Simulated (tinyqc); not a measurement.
Strong pi bonds keep dimers flat: buckled dimers of a reconstructed (001) surface, two dangling bonds a dimer.

In a dimer one atom moves up by z and the other down by z; the dangling bond of the up atom (more s-like) falls by gm z and that of the down atom rises by gm z. With all dimers tilted alike: H(k) = [[-gm z - 2 ta cos k, -tp - 2 tx cos k], [., gm z - 2 ta cos k]], k along the row in 1/a. Two electrons a dimer fill the lowest N of the 2N levels on the mesh k_j = (j + 1/2) pi/N. Total energy a dimer: W(z) = (2/N) sum of the filled levels + kf z^2. Repulsion between electrons is left out.

Parameters, chosen for this exercise (of the size met on Si(001); not measured data):

| symbol | value | unit | meaning |
|---|---|---|---|
| ta | 0.17 | eV | coupling between like atoms along the row |
| tx | 0 | eV | diagonal coupling along the row |
| gm | 2.33 | eV/angstrom | shift of a dangling bond with height |
| kf | 11.8 | eV/angstrom^2 | force constant of buckling |
| N | 16 |  | k points |

tp is varied; z minimises W on 0 to 1 angstrom; gap on 201 points; charge moved: the mean of gm z/sqrt((gm z)^2 + h^2) over the mesh, h the off-diagonal element.

Against tp:

| tp (eV) | z (angstrom) | gain (eV) | gap (eV) | charge moved (e) |
|---|---|---|---|---|
| 0.10 | 0.1927 | 0.0312 | 0.2402 | 0.976 |
| 0.30 | 0.1497 | 0.0398 | 0.2402 | 0.758 |
| 0.45 | 0.0411 | 0.0002 | 0.2402 | 0.208 |
| 0.60 | 0.0000 | 0.0000 | 0.5200 | 0.000 |
| 0.80 | 0.0000 | 0.0000 | 0.9200 | 0.000 |
| 1.00 | 0.0000 | 0.0000 | 1.3200 | 0.000 |
| 1.30 | 0.0000 | 0.0000 | 1.9200 | 0.000 |
| 1.60 | 0.0000 | 0.0000 | 2.5200 | 0.000 |

Give the missing row, tp (eV) = 0.20.

Computed row:
```
tp (eV)  z (angstrom)  gain (eV)  gap (eV)  charge moved (e)
0.20           0.1778     0.0365    0.2402             0.901
```

Dimers buckle for tp up to 0.45 eV among these rows; for an isolated dimer the limit is gm^2/kf = 0.460 eV. While buckled, the splitting, on average over k, stays near 2 gm^2/kf = 0.920 eV whatever tp is, and beyond the limit it follows 2 tp; the gap is smaller by the width of the bands, about 4 ta = 0.68 eV.

tinyqc: `OMP_NUM_THREADS=1 python tinyqc.py 1480132 1480133 out.jsonl`; about 0.02 s, one thread, shared Intel(R) Xeon(R) Processor @ 2.30GHz.
